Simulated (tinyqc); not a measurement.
Ways to reach one band: three-band (Emery) model of a CuO2 plane downfolded to one band.

Electron picture, d at 0 and the oxygen p orbitals at -D; sx = sin(kx a/2), sy = sin(ky a/2). H = [[0, 2 tpd sx, -2 tpd sy], [., -D, -4 tpp sx sy], [., ., -D]], real and symmetric. The top (antibonding) band crosses the Fermi level.

One-band form E = e0 - 2t (cos kx + cos ky) - 4t' cos kx cos ky - 2t'' (cos 2kx + cos 2ky) - 4t''' (cos 2kx cos ky + cos kx cos 2ky), k in 1/a. Each hopping is minus the mean of E cos(m kx) cos(n ky) over a 12 x 12 mesh, k = (j + 1/2) 2 pi/12.

Values chosen for the exercise (out of a larger set: of the size used for cuprate planes; not measured data):
- D = 2 eV (ed - ep)
- tpd = 1.4 eV (d-p hopping)
- tpp = 0.74 eV (p-p hopping)

e0, t, t', t'', t''' (eV): 2.34308  0.54469  -0.03459  0.05540  -0.00027

k in pi/a. Second order: 4 tpd^2 (sx^2 + sy^2)/D. Downfolded at a fixed energy: h(E0) = V (E0 - H_pp)^-1 V^T at E0 = the exact level at (1/2,1/2), then linearised, E = E0 + Z (h(E0) - E0), Z = 1/(1 + |(E0 - H_pp)^-1 V^T|^2). Fourier: all four hoppings.

Top band (eV):
```
k           exact  second order  linearised  Fourier
(0,0)      0.0000        0.0000      0.0000   0.0832
(1/2,0)    1.2181        1.9600      1.1301   1.2526
(1,0)      1.9732        3.9200      1.9501   1.9831
(1,1/2)    3.4488        5.8800      3.2922   3.4335
(1,1)      4.4688        7.8400      3.5674   4.4364
(3/4,3/4)  3.9311        6.6919      3.5036   3.9528
(1/2,1/2)  2.5520        3.9200      2.5520   2.5647
(1/4,1/4)  0.9225        1.1481      0.7954   0.8716
```

How do the results move, and what explains it?

The band is 4.469 eV wide; second order gives 7.840, a factor 1.75, since 2 tpd/D = 1.40 is not small. It also leaves out tpp, which widens the exact band and so lowers this factor; with 4 tpp above D an oxygen level passes the d level at (1,1), where the expansion has no meaning. Linearising about the Fermi region is exact at (1/2,1/2), off by 23.1 meV at (1,0) and 901 meV at worst, far from E0. The four Fourier hoppings err by at most 83 meV, at (0,0).

Computed by tinyqc, a small Python program: `OMP_NUM_THREADS=1 python tinyqc.py 1451705 1451706 out.jsonl` (the numbers bound the seed that draws the inputs); one thread of a shared host (Intel(R) Xeon(R) Processor @ 2.30GHz), about 0.03 s for the whole set of steps.
